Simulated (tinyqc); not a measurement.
Where a trap does most harm: tunnelling through a thin dielectric with one trap, as a tight-binding chain.

Hopping -t everywhere, t = c/(m a^2), c = hbar^2/2m0; lead sites at 2t (band bottom 0), barrier sites 1 to N at 2t + phi, and site j has U besides. No voltage. Leads give S = -t exp(ika) on sites 1 and N, cos(ka) = 1 - E/(2t). T = (2 t sin(ka))^2 |G_1N|^2, G = (E - H - S)^-1. In the barrier cosh(q a) = 1 + (phi - E)/(2t).

Resonance: the lowest eigenvalue of H + S(E), iterated until its real part equals E (40 rounds from Eb = phi + 2t - sqrt(4t^2 + U^2), the level in an endless barrier). With v the normalised squared amplitudes of that state, Gamma_L = 2 t sin(ka) v_1, Gamma_R = 2 t sin(ka) v_N; Breit-Wigner T = Gamma_L Gamma_R/((E - Er)^2 + (Gamma_L + Gamma_R)^2/4).

Constants: hbar^2/2m0 = 3.80998211 eV angstrom^2.

Values chosen for the exercise (barrier and mass of the size used for Si3N4 on silicon; the results hold for these values, not for the real material): a = 3 angstrom (site spacing); m = 0.42 m0 (mass, the same in leads and barrier); phi = 2.26 eV (conduction edge of the barrier above that of the leads); N = 9 (barrier sites); U = -3.04 eV (extra energy on the trap site).

The trap is moved through the barrier. The area under the resonance, 2 pi Gamma_L Gamma_R/(Gamma_L + Gamma_R), sets the current through it.

Against position:

| j | Er (eV) | Gamma_L (meV) | Gamma_R (meV) | peak | area (meV) |
|---|---|---|---|---|---|
| 3 | 0.6268 | 12.3 | 0.000833 | 0.000272 | 0.00524 |
| 4 | 0.6281 | 1.12 | 0.00922 | 0.0325 | 0.0575 |
| 5 | 0.6282 | 0.102 | 0.102 | 1.00 | 0.319 |
| 6 | 0.6281 | 0.00922 | 1.12 | 0.0325 | 0.0575 |
| 7 | 0.6268 | 0.000833 | 12.3 | 0.000272 | 0.00524 |

What does the comparison show, and why?

The area is largest at j = 5 (0.319 meV) and 60.9 times smaller at j = 3: the slower of the two steps limits the current, so traps in the middle carry most. Each site towards a lead multiplies its width by about 11.00, close to exp(2 q a) = 11.01 at Eb.

(tinyqc, `OMP_NUM_THREADS=1 python tinyqc.py 1451527 1451528 out.jsonl`, Intel(R) Xeon(R) Processor @ 2.30GHz, 1 thread, shared host, about 0.05 s.)
